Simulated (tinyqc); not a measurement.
Transmission spectrum against simple models: phonon transmission through an interface between two chains by Green functions. Computed by tinyqc, a small Python program. Command: `OMP_NUM_THREADS=1 python tinyqc.py 3015784 3015785 out.jsonl agf walk`. One thread of a shared host (Intel(R) Xeon(R) Processor @ 2.30GHz), about 0.01 s of CPU time with the checks.

Two semi-infinite chains (masses m_1, m_2; springs k_1, k_2), motion along the chain. The central region holds the end atom of each chain and three interlayer atoms of mass m_b, joined by springs k_b. lambda = omega^2 in eV/(angstrom^2 u); nu = 15.6333042 THz x sqrt(lambda).

Inputs (values chosen for the exercise, for two model chains):
```
quantity                          value           unit
mass m_1                             64              u
spring k_1                          9.4  eV/angstrom^2
mass m_2                           59.5              u
spring k_2                         17.2  eV/angstrom^2
junction spring k_b                3.93  eV/angstrom^2
interlayer mass m_b                80.2              u
probe frequency / lower band top   0.11              -
```

Atoms in the interlayer: three.

Constants: nu for 1 eV/(angstrom^2 u) = 15.6333042 THz.

Method:
- nu_max = 15.6333042 THz x 2 sqrt(k/m); impedance Z = sqrt(k m); long-wave transmission 4 Z_1 Z_2/(Z_1 + Z_2)^2; the probe frequency is the given share of the lower band top.
- In chain i, sin(q_i a/2) = nu/nu_max,i. An outgoing wave makes the next atom move as exp(i q_i a) times the end atom, so the lead adds the self-energy Sigma_i = -k_i exp(i q_i a) to the force-constant matrix; Gamma_i = -2 Im Sigma_i = 2 k_i sin(q_i a).
- A = lambda M - K - Sigma over the central atoms, with K_ii the sum of the springs at i, K_(i,i+1) = -k_b; G = inverse of A; transmission = Gamma_1 Gamma_2 |G_(first,last)|^2.
- Long-wave value 4 Z_1 Z_2/(Z_1 + Z_2)^2. Continuum estimate, with omega = sqrt(lambda): a slab of impedance Z_b = sqrt(k_b m_b) and phase p = omega x (number of interlayer atoms) x sqrt(m_b/k_b), tau = 4 Z_1 Z_2/[(Z_1 + Z_2)^2 cos^2 p + (Z_b + Z_1 Z_2/Z_b)^2 sin^2 p].

band top of chain 1 = 11.9827 THz

band top of chain 2 = 16.8107 THz

long-wave transmission = 0.982563

Z_1 = 24.5275 sqrt(eV u)/angstrom

Z_2 = 31.9906 sqrt(eV u)/angstrom

Transmission:
```
nu/nu_top  nu (THz)  Green function  long-wave value  continuum estimate
0.05          0.599         0.90185          0.98256             0.93610
0.15          1.797         0.85031          0.98256             0.81782
0.25          2.996         0.90425          0.98256             0.93214
0.35          4.194         0.75793          0.98256             0.93998
0.45          5.392         0.60006          0.98256             0.81800
0.55          6.590         0.31167          0.98256             0.92811
0.65          7.789         0.00083          0.98256             0.94375
0.75          8.987         0.00003          0.98256             0.81835
0.85         10.185         0.00000          0.98256             0.92402
0.92         11.024         0.00000          0.98256             0.97915
0.98         11.743         0.00000          0.98256             0.89762
```

What follows from these numbers?

The transmission starts at the impedance value 0.983 and vanishes at the lower band top, 11.98 THz, above which chain 1 has no states. It first falls below half of that value at nu/nu_top = 0.55. The continuum estimate is within 0.05 up to nu/nu_top = 0.25; it leaves out dispersion, and it puts the faces of the slab half a spring from its outer atoms.
